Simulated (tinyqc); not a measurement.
Scale length and length offset from two DIBL values.

Inverse problem. DIBL = exp(-Le/(2 l)) + 2 exp(-Le/l) with Le = L - dL. Find l, dL and the drawn length for a DIBL of 100 mV/V.

DIBL at drawn lengths 110 and 170 nm (mV/V): [78.843967, 15.929805]

Answer. With e = exp(-Le/(2 l)), 2 e^2 + e = DIBL gives e and so Le/l at each length; Le/l is a straight line in L with slope 1/l.

l = 20.00 nm
dL = 3.200 nm
length for 100 mV/V = 101.6 nm

Numbers from tinyqc (`OMP_NUM_THREADS=1 python tinyqc.py 2002129 2002130 out.jsonl`; about 0.01 s on one thread of a shared Intel Xeon 2.30GHz).
